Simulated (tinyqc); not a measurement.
# Polarisation and half-bias from two TMR values

Problem. A tunnel junction has TMR = TMR0/(1 + (V/Vh)^2), TMR0 = 2 P1 P2/(1 - P1 P2). Find TMR0, Vh and P2.

Values chosen for this exercise: spin polarisation of the reference layer P1 = 0.67.

TMR at 0.1 and 0.6 V (%): [134.50162, 69.118891]

Solution. 1/TMR is linear in V^2, and P1 P2 = TMR0/(2 + TMR0).

TMR0 = 138 %
Vh = 0.600 V
P2 = 0.610

tinyqc, about 0.01 s, one thread, Intel Xeon 2.30GHz (shared host): `OMP_NUM_THREADS=1 python tinyqc.py 2450027 2450028 out.jsonl`
